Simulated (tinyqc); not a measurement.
Order-disorder in a binary alloy on two sublattices: Bragg-Williams and pair (quasi-chemical) approximations: one step, computed by the program tinyqc.

All z = 6 neighbours of a site lie on the other sublattice. B fills the sublattices with x + eta/2 and x - eta/2; energies are per site, from the pure components: u = -z w y with y the probability of an A-B bond taken in one order.

Question. Energy, entropy and site fractions. a = x + eta/2, b = x - eta/2; u = -z w [x (1 - x) + eta^2/4]; s/k_B = [s2(a) + s2(b)]/2, s2(c) = -c ln c - (1 - c) ln(1 - c); gain on ordering = f(eta) - f(0), f = u - T s. Superlattice over fundamental intensity = [eta (f_B - f_A)/2]^2/[(1 - x) f_A + x f_B]^2.

Inputs (values chosen for the exercise, for a model alloy): ordering energy w = (e_AA + e_BB)/2 - e_AB = 9.19 meV; fraction x of B = 0.5; temperature T = 247 K.

Lattice: simple cubic (z = 6).

scattering factors f_A, f_B (electrons): 34  76

order parameter eta = 0.7484888

Constants: k_B = 8.617333262e-05 eV/K.

Give: B fraction on its own sublattice; B fraction on the A sublattice; energy u; entropy s; gain on ordering; intensity ratio.

Answer.

B fraction on its own sublattice = 0.8742

B fraction on the A sublattice = 0.1258

energy u = -21.51 meV/site

entropy s = 0.3782 k_B/site

gain on ordering = -1.020 meV/site

intensity ratio = 0.08167

The antisite fraction is 0.1258; the dilute estimate exp(-z w/(k_B T)) gives 0.0750. Caution: T is near or above the T_c of the better pair approximation, so the true long-range order is lower than Bragg-Williams gives.
